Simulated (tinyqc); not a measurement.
Growing the shell: core-shell quantum dot (spherical envelope functions).

Parabolic bands; strain and other valleys are left out. s states, u = r psi, hard wall at R + H, c = hbar^2/2m0, energies from the band edges of the core. Core: u = sin(k1 r)/k1, k1 = sqrt(m1 E/c). At R, psi and psi'/m are continuous, so u is continuous and its slope in the shell is s = u/R + (m2/m1)(u' - u/R). Shell: u(R + x) = u(R) cos(k2 x) + s sin(k2 x)/k2, k2 = sqrt(m2 (E - V)/c); for negative arguments the functions turn into sinh and cosh. A level has u(R + H) = 0.

Overlap = (integral of u_e u_h)^2 with normalised u. Coulomb integrals J_ab = (q/eps) double integral of u_a(r)^2 u_b(s)^2/max(r, s), q = e^2/(4 pi eps0), one eps everywhere. Exciton E = Eg + E_e + E_h - J_eh; first-order biexciton shift J_ee + J_hh - 2 J_eh (positive: repulsive).

Constants: hbar^2/2m0 = 3.80998211 eV angstrom^2; e^2/(4 pi eps0) = 14.39964547 eV angstrom; hc = 1239.841984 eV nm.

Values chosen for the exercise (near those of an InAs/InP core-shell dot; shifted at random, so the results belong to these values and not to a real crystal): R = 12 angstrom (core radius); Vc = 0.465 eV (conduction edge of the shell above that of the core); Vv = 0.424 eV (hole barrier of the shell); me1 = 0.029 m0 (electron, core); me2 = 0.08 m0 (electron, shell); mh1 = 0.367 m0 (hole, core); mh2 = 0.522 m0 (hole, shell); Eg = 0.416 eV (gap of the core); eps = 11.7 (dielectric constant); Hs = (2, 6, 13, 20, 27, 39, 62) angstrom (shell thicknesses).

All quantities anew for each H.

Results:

| H (angstrom) | E_e (eV) | E_h (eV) | electron in core | overlap | J_eh (meV) | E (eV) | biexciton shift (meV) |
|---|---|---|---|---|---|---|---|
| 2 | 4.1148 | 0.4721 | 0.935 | 0.972 | 141.7 | 4.861 | 1.9 |
| 6 | 1.8854 | 0.3266 | 0.704 | 0.955 | 116.4 | 2.512 | 2.8 |
| 13 | 1.0590 | 0.2888 | 0.439 | 0.877 | 96.5 | 1.667 | 6.9 |
| 20 | 0.8089 | 0.2846 | 0.294 | 0.756 | 83.8 | 1.426 | 13.5 |
| 27 | 0.6947 | 0.2841 | 0.207 | 0.624 | 74.1 | 1.321 | 21.0 |
| 39 | 0.6015 | 0.2840 | 0.124 | 0.435 | 61.3 | 1.240 | 33.2 |
| 62 | 0.5330 | 0.2840 | 0.056 | 0.223 | 45.0 | 1.188 | 51.1 |

How do the results move, and what explains it?

The line moves by -3673 meV: the electron gives -3582, the hole -188 and the weaker attraction +97 meV. Over the last step E_e moves by -68.5 meV and E_h by 0.0 meV; the electron level lies above the shell edge Vc, so at this thickness it still spreads with the shell; whether a thicker shell brings it below Vc depends on whether the core binds a level at all. The overlap goes from 0.972 to 0.223, which scales the radiative lifetime by 4.4 if the rate is proportional to it. Up to H = 62 angstrom E_e exceeds 0.15 Eg, where a parabolic band overstates it.

Program tinyqc; command `OMP_NUM_THREADS=1 python tinyqc.py 1280656 1280657 out.jsonl`; about 0.03 s on one thread of a shared Intel(R) Xeon(R) Processor @ 2.30GHz.
